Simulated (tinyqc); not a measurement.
Surface photovoltage measurement of the minority-carrier diffusion length in a wafer: one step, computed by the program tinyqc. Command: `OMP_NUM_THREADS=1 python tinyqc.py 3130034 3130035 out.jsonl spv walk`. One thread of a shared host (Intel(R) Xeon(R) Processor @ 2.30GHz), about 0.01 s of CPU time with the checks.

Low injection, steady light, a depletion layer much thinner than 1/alpha and L. The excess density dn is taken at the front edge of the neutral region; light that reaches the back is lost.

Question. One wavelength. alpha = (84.732/lambda - 76.417)^2 per cm with lambda in micrometre (an empirical fit for silicon between 0.7 and 1.05 micrometre). Thick wafer: dn = Phi L/((S_f + D/L)(L + 1/alpha)). Finite wafer, with s = S_b L/D, w = W/L, a = alpha L: dn = [Phi a/(a^2 - 1)] [a - B - exp(-alpha W)(a - s)/(cosh w + s sinh w)]/(S_f + B D/L), B = (sinh w + s cosh w)/(cosh w + s sinh w). Photovoltage V = (k_B T/e) ln(1 + dn/n_0). Lifetime = L^2/D.

Inputs (values chosen for the exercise, modelled on p-type silicon at room temperature):
```
quantity                                             value        unit
diffusion length L                                     180  micrometre
wafer thickness W                                      300  micrometre
diffusivity D                                         26.7      cm^2/s
front recombination velocity S_f                      7900        cm/s
back recombination velocity S_b                     670000        cm/s
photon flux entering                               1.8e+12  1/(cm^2 s)
minority density at the surface barrier scale n_0  4.3e+08      1/cm^3
temperature T                                          298           K
wavelength                                             803          nm
```

Constants: k_B = 8.617333262e-05 eV/K.

Give: alpha; penetration depth 1/alpha; dn, thick wafer; B; dn, finite wafer; photovoltage V; lifetime.

Answer.

alpha = 846.94 1/cm

penetration depth 1/alpha = 11.807 micrometre

dn, thick wafer = 1.8002e+08 1/cm^3

B = 1.0736

dn, finite wafer = 1.7703e+08 1/cm^3

photovoltage V = 8.8541 mV

lifetime = 12.135 microsecond

Caution: dn is not small against n_0, so V is not linear in the flux; the constant-flux reading then needs dn, not V.
